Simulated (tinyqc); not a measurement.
Valley-orbit splitting of a donor ground state, with strain. Which input was changed? Computed by tinyqc, a small Python program. Command: `OMP_NUM_THREADS=1 python tinyqc.py 3022919 3022920 out.jsonl valleyorbit which`. One thread of a shared host (Intel(R) Xeon(R) Processor @ 2.30GHz), about 0.1 s of CPU time with the checks.

The basis is the 1s envelope in each valley; energies are counted from the unstrained conduction-band edge. The strain is e_s (a a^T - 1/3) for the unit stress axis a, so valley j along n_j moves by Xi_u e_s w_j with w_j = (n_j.a)^2 - 1/3: +2/3 for [111], -2/9 for the others.

Inputs (values chosen for the exercise, modelled on donors in germanium):
```
quantity                                    value   unit
single-valley binding energy E_0             9.47    meV
central-cell shift Lambda                    0.35    meV
coupling Delta_1                             0.73    meV
shear deformation potential Xi_u               16     eV
shear strain e_s                          8.4e-05      -
temperature T                                  10      K
donor density N_D                         3.4e+14  cm^-3
density-of-states mass of one valley m_e    0.222    m_0
```

Valleys: four along <111>. Stress axis: [111].

Constants: k_B = 8.617333262e-05 eV/K; m_0 = 9.1093837015e-31 kg; k_B = 1.380649e-23 J/K; h = 6.62607015e-34 J s.

Method:
- H_jj = -(E_0 + Lambda) + Xi_u e_s w_j; H_jk = -Delta_1 between any two valleys.
- Diagonalise H; the ground vector has positive components. The density at the nucleus, and so the contact hyperfine coupling, scales as (sum_j c_j)^2/(number of valleys), which is 1 without strain; the envelopes are held fixed.
- The binding energy is counted from the lowest valley edge, min_j Xi_u e_s w_j; the gap is from the ground state to the next level.
- z = sum over levels of exp(-(E - E_ground)/k_B T), the ground-state share being 1/z; N_c = 2 (2 pi m_e k_B T/h^2)^(3/2) sum_j exp(-(shift_j - lowest shift)/k_B T); n1 = N_c/(2 z) exp(-binding/k_B T), binding = lowest shift - E_ground; without compensation n = 2 N_D/(1 + sqrt(1 + 4 N_D/n1)) (Boltzmann statistics; p and higher states left out).

Task: One of these inputs alone was changed, within the range given: central-cell shift Lambda (0.175 to 0.7); coupling Delta_1 (0.365 to 1.46); shear deformation potential Xi_u (8 to 32); shear strain e_s (4.2e-05 to 0.000168). Which one, and to what value?

Results:
```
run     free electrons n (cm^-3)  gap to the first excited state (meV)  hyperfine ratio A/A_0
before              3.019889e+12                              2.695837              0.9796790
after               3.072675e+12                              2.695837              0.9796790
```

Result:

Each candidate set to reproduce free electrons n, and what it then gives:
```
candidate                                   range searched  value needed  gap to the first excited state (meV)  hyperfine ratio A/A_0
central-cell shift Lambda (meV)               0.175 to 0.7        0.3200                                2.6958                0.97968
coupling Delta_1 (meV)                       0.365 to 1.46        0.7182                                2.6497                0.97916
shear deformation potential Xi_u (eV)              8 to 32         22.53                                2.6356                0.96625
shear strain e_s                       4.2e-05 to 0.000168      1.183e-4                                2.6356                0.96625
```

Only central-cell shift Lambda fits every result: it went from 0.35 to 0.320 meV. The next best candidate, coupling Delta_1, misses one result by 1.7 %.
